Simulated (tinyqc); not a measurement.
## Implanted layer, carriers, mobility and sheet resistance: effect of the peak chemical concentration

A p-type layer from the surface x = 0 to the junction xj, N(x) = N0 exp(-(x - Rp)^2/(2 sg^2)). Local neutrality (no depletion at surface or junction, no spilling of carriers), intrinsic carriers neglected, full ionisation of active dopants.

xj = Rp + sg sqrt(2 ln(N0/Nb)). Active dopant A = min(N, Ns); p = A - Nb; mobility mu = m1 + (m2 (T/300 K)^(-bt) - m1)/(1 + ((A + Nb)/Nr)^am). Dose = integral of N, carrier sheet density = integral of p, 1/Rs = q integral of p mu, mean mobility 1/(q Rs sheet density), Hall mobility (unit Hall factor) = integral of p mu^2 over integral of p mu, Hall sheet density = (integral of p mu)^2/integral of p mu^2; all from 0 to xj. Integrals on 4000 steps.

Inputs (values chosen for the exercise); values close to those of boron in silicon over an n-type background:
```
symbol,value,unit,meaning
T,300,K,temperature
Nb,1.3e15,cm^-3,background doping of the opposite type
m1,43.3,cm^2/(V s),mobility limit at high doping
m2,457,cm^2/(V s),"mobility limit at low doping, at 300 K"
Nr,2.19e17,cm^-3,reference doping of the mobility law
am,0.737,,exponent of the mobility law
bt,2.5,,temperature exponent of m2
Ns,2.03e20,cm^-3,solubility limit of active dopant
sg,23,nm,straggle after annealing
Rp,33,nm,projected range
```

Constants: q = 1.602176634e-19 C. Results are converted to the units shown.

Effect of the peak chemical concentration:
columns A: N0 (cm^-3); B: xj (nm); C: dose (cm^-2); D: carriers (cm^-2); E: Rs (ohm/square); F: mean mobility (cm^2/(V s)); G: Rs xj (ohm nm); H: Hall/true sheet density
```
A           B         C         D        E      F        G       H
2.7e17  108.1  1.438e12  1.424e12  1.680e4  260.9  1.817e6  0.9835
7.3e17  114.8  3.889e12  3.874e12     8477  190.0  9.735e5  0.9634
2e18    121.1  1.066e13  1.064e13     4469  131.2  5.413e5  0.9389
5.4e18  126.9  2.878e13  2.876e13     2355  92.15  2.988e5  0.9253
1.5e19  132.5  7.993e13  7.992e13     1140  68.52  1.510e5  0.9332
4e19    137.6  2.132e14  2.131e14    520.8  56.23  7.164e4  0.9551
1.1e20  142.6  5.862e14  5.862e14    214.4  49.66  3.057e4  0.9766
2.9e20  147.1  1.545e15  1.328e15    100.2  46.90  1.474e4  0.9883
8e20    151.8  4.263e15  1.668e15    80.42  46.52  1.220e4  0.9912
```

What does the comparison show?

As N0 goes from 2.7e17 to 8e20, xj rises from 108 to 152 nm, Rs falls from 16800 to 80.4 ohm/square, the mean mobility falls from 261 to 46.5 cm^2/(V s) and the share of the dose that conducts goes from 99.0 through a maximum of 100 (at N0 = 1.1e20 among the rows listed) to 39.1 %. Rs goes as dose^(-0.69) at the low end and dose^(-0.22) at the high end; constant mobility and activation would give -1. Above N0 = Ns = 2.03e20 cm^-3 added dopant only widens the clipped top.

Program tinyqc, `OMP_NUM_THREADS=1 python tinyqc.py 2110080 2110081 out.jsonl`; Intel Xeon 2.30GHz, shared host, one thread, about 0.01 s.
